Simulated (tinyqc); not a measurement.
# Energy and delay of logic against supply voltage: effects of single changes

One expression serves below and above threshold: I(Vg) = Ik [ln(1 + exp((Vg - VT + dd V)/(al nf Vt)))]^al, with I_on = I(V) and I_off = I(0). Gate delay td = kd C V/I_on, clock period LD td. Per gate and cycle the switching energy is act C V^2 and the leakage energy I_off V LD td. No short-circuit current, no variation. Minima are sought above 0.09 V; below a few Vt gates no longer switch and the model has no meaning.

Inputs (values chosen for the exercise); values of the order met in logic technologies:

| symbol | value | unit | meaning |
|---|---|---|---|
| T | 250 | K | temperature |
| VT | 0.39 | V | threshold voltage at zero drain bias |
| nf | 1.07 |  | slope factor |
| dd | 0.08 |  | barrier lowering per volt of supply |
| Ik | 3 | uA | specific current of a gate |
| al | 1.25 |  | exponent of the current law |
| C | 1.8 | fF | load capacitance of a gate |
| kd | 1.1 |  | delay factor |
| LD | 16 |  | logic depth |
| act | 0.2 |  | activity factor |

Constants: q = 1.602176634e-19 C, kB = 1.380649e-23 J/K, Vt = kB T/q. Results are converted to the units shown.

Each table varies one quantity; the others keep the values above.

## Energy and delay against supply voltage

EDP = energy times td.

Result of one run:
```
V (V)  I_on (uA)  I_off (nA)  td (ps)  switching (aJ)  leakage (aJ)  energy (aJ)  EDP (fJ ps)
1.08      184.17   0.0057174   11.611          419.90     0.0011471       419.91       4.8755
```

What becomes of these results when the supply voltage V is changed from 1.08 to 0.27 V, all else the same?

Result of the changed run:
```
V (V)  I_on (uA)  I_off (nA)  td (ps)  switching (aJ)  leakage (aJ)  energy (aJ)  EDP (fJ ps)
0.27    0.041156   3.4384e-4    12990          26.244      0.019295       26.263       341.15
```

The whole series:
```
V (V)  I_on (uA)  I_off (nA)   td (ps)  switching (aJ)  leakage (aJ)  energy (aJ)  EDP (fJ ps)
0.15   1.5186e-4   2.2672e-4  1.9558e6          8.1000        1.0642       9.1642        17923
0.27    0.041156   3.4384e-4     12990          26.244      0.019295       26.263       341.15
0.38      3.4124   5.0368e-4    220.49          51.984     6.7523e-4       51.985       11.462
0.5       23.621   7.6387e-4    41.912          90.000     2.5612e-4       90.000       3.7721
0.62      51.379   0.0011585    23.893          138.38     2.7458e-4       138.38       3.3064
0.73      79.986   0.0016970    18.071          191.84     3.5818e-4       191.84       3.4668
0.85      113.74   0.0025736    14.797          260.10     5.1792e-4       260.10       3.8488
0.97      149.65   0.0039031    12.834          338.72     7.7745e-4       338.72       4.3473
1.08      184.17   0.0057174    11.611          419.90     0.0011471       419.91       4.8755
1.2       223.37   0.0086709    10.637          518.40     0.0017709       518.40       5.5143
```

td falls from 1.96e6 to 10.6 ps; the energy rises from 9.16 to 518 aJ and the EDP goes from 17900 through a minimum of 3.31 (at V = 0.62 V among the rows listed) to 5.51 fJ ps. The exact minima lie at V = 0.111 V for the energy and 0.619 V for the EDP. Going from 1.2 V to the energy minimum saves a factor of 68.2 in energy and costs a factor of 8.41e5 in delay.

## Optimum supplies against the logic depth

Same model as above.

V_min minimises the energy and V_EDP the product of energy and td.

Optimum supplies against the logic depth:
```
LD   V_min (V)  energy at V_min (aJ)  leakage share (%)  clock at V_min (MHz)  V_EDP (V)  clock at V_EDP (GHz)
12      0.1003                 6.703              45.96              0.006212     0.6190                 3.477
20      0.1189                 8.310              38.79              0.007505     0.6190                 2.086
30      0.1321                 9.646              34.91              0.008353     0.6190                 1.391
50      0.1477                 11.42              31.22              0.009318     0.6190                0.8344
80      0.1614                 13.14              28.56               0.01015     0.6190                0.5215
150     0.1792                 15.57              25.74               0.01122     0.6190                0.2781
```

What does the comparison show?

As LD goes from 12 to 150, V_min rises from 0.100 to 0.179 V, the energy there rises from 6.70 to 15.6 aJ, the clock there rises from 0.00621 to 0.0112 MHz and V_EDP stays near 0.619 V. act and LD enter V_min only through the ratio act/LD.

Computed by the program tinyqc: `OMP_NUM_THREADS=1 python tinyqc.py 2082023 2082024 out.jsonl`, one thread of a shared Intel Xeon 2.30GHz, about 0.01 s for the whole run.
